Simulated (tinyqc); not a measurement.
## Gate voltage for a given inversion charge

Inverse problem. p-type body, charge-sheet picture, depletion and inversion only, full ionisation (an idealisation for deep acceptors), Boltzmann statistics (rough once Na exp(x - xn) passes about Nc/7). In units of Vt: xg = (Vg - Vfb)/Vt, x = psi/Vt, G = gamma/sqrt(Vt), xn = (2 phiF + Vc)/Vt. The implicit equation is (xg - x)^2 = G^2 [x - 1 + exp(x - xn)] for x above about 3. Cox = eps0 eox/tox. ni = sqrt(Nc Nv) exp(-Eg/(2 Vt)), Eg in volts; phiF = Vt ln(Na/ni); gamma = sqrt(2 q eps0 eps_r Na)/Cox. N_inv = (Cox Vt G/q) [sqrt(x - 1 + exp(x - xn)) - sqrt(x - 1)]. Find x - xn, psi and Vg.

Inputs (values chosen for the exercise); band and dielectric values close to those of silicon:
```
symbol,value,unit,meaning
T,350,K,temperature
Eg,1.11,eV,band gap
eps_r,11.9,,relative permittivity
Nc,3.5e19,cm^-3,conduction-band density of states at T
Nv,3.33e19,cm^-3,valence-band density of states at T
eox,9.24,,relative permittivity of the gate insulator (close to aluminium oxide)
tox,3.6,nm,insulator thickness
Na,5.1e17,cm^-3,acceptor density
Vfb,-0.32,V,flat-band voltage
Vc,1,V,channel-body voltage
```

Constants: q = 1.602176634e-19 C, kB = 1.380649e-23 J/K, Vt = kB T/q, eps0 = 8.8541878128e-14 F/cm where lengths are in cm. Results are converted to the units shown.

N_inv = 8.7e10 cm^-2

Solution. N_inv rises steadily with x, so it fixes x; the implicit equation then gives xg directly.

x - xn = 1.12
psi = 1.89 V
Vg = 1.83 V

Numbers from tinyqc (`OMP_NUM_THREADS=1 python tinyqc.py 2122004 2122005 out.jsonl`; about 0.01 s on one thread of a shared Intel Xeon 2.30GHz).
